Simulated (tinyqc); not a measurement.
Ballistic Schottky-barrier transistor with a one-dimensional channel, WKB contacts: one step of the calculation.

Source Fermi level 0, drain Fermi level -Vd. Far from the contacts Ec = pn - psi, and the gate moves psi one to one; the band edges relax as exp(-x/lam) from pn at the source and pn - Vd at the drain; Ev = Ec - Eg. A carrier of energy w inside the channel band meets at a contact a barrier of height D (the contact edge beyond the channel edge): T = 1 for w >= D, else exp(-S), S = 4 lam sqrt(m/C) [sqrt(D - w) - sqrt(w) arctan sqrt((D - w)/w)], C = hbar^2/(2 m0). The two contacts combine as Ts Td/(Ts + Td - Ts Td).

Task. Current of the electrons on a coarse grid. I = g (2 q^2/h) int T(w) [f(Es + w) - f(Ed + w)] dw, f(y) = 1/(1 + exp(y/Vt)). Electrons: Ds = psi, Dd = psi - Vd, Es = Ec, Ed = Ec + Vd. Holes: Ds = -psi, Dd = Vd - psi, Es = -Ev, Ed = -Ev - Vd. The size of each current is taken; both flow from drain to source and add. Simpson's rule on nE equally spaced w from 0 to wm.

Inputs (values chosen for the exercise); channel values close to those of a silicon nanowire with silicide contacts:
```
symbol  value  unit                                    meaning
T         350     K                                temperature
pn       0.63    eV     barrier for electrons at both contacts
mn       0.21    m0                              electron mass
g           2                              valleys or subbands
lam       1.3    nm           screening length at the contacts
Vd        0.1     V                                 drain bias
ps       0.84     V  band shift psi of the channel by the gate
wm        1.1    eV                      upper end of the grid
nE         15                               points of the grid
```

Constants: q = 1.602176634e-19 C, kB = 1.380649e-23 J/K, hbar = 1.054571817e-34 J s, h = 6.62607015e-34 J s, m0 = 9.1093837015e-31 kg, Vt = kB T/q, hbar^2/(2 m0) = 0.0380998212 eV nm^2. Results are converted to the units shown.

Give: w; Ts; Td; T; size of the supply difference; current.

Result.

w, point 0 to 14 (eV): [0.000, 0.079, 0.157, 0.236, 0.314, 0.393, 0.471, 0.550, 0.629, 0.707, 0.786, 0.864, 0.943, 1.021, 1.100]
Ts, point 0 to 14: [1.383e-5, 0.001762, 0.009551, 0.03054, 0.07385, 0.1486, 0.2611, 0.4115, 0.5906, 0.7781, 0.9390, 1.000, 1.000, 1.000, 1.000]
Td, point 0 to 14: [2.748e-5, 0.003382, 0.01766, 0.05428, 0.1258, 0.2418, 0.4037, 0.6002, 0.8041, 0.9672, 1.000, 1.000, 1.000, 1.000, 1.000]
T, point 0 to 14: [9.199e-6, 0.001160, 0.006238, 0.01993, 0.04881, 0.1014, 0.1884, 0.3229, 0.5163, 0.7581, 0.9390, 1.000, 1.000, 1.000, 1.000]
size of the supply difference, point 0 to 14: [0.02446, 0.2481, 0.6791, 0.2836, 0.02940, 0.002238, 1.657e-4, 1.225e-5, 9.053e-7, 6.690e-8, 4.943e-9, 3.653e-10, 2.699e-11, 1.995e-12, 1.474e-13]
current = 0.1465 uA

Range of the model: No scattering, image-force lowering, channel charge or band-to-band tunnelling; parabolic kappa overstates S deep in the gap.

Numbers from tinyqc (`OMP_NUM_THREADS=1 python tinyqc.py 2390133 2390134 out.jsonl`; about 0.07 s on one thread of a shared Intel Xeon 2.30GHz).
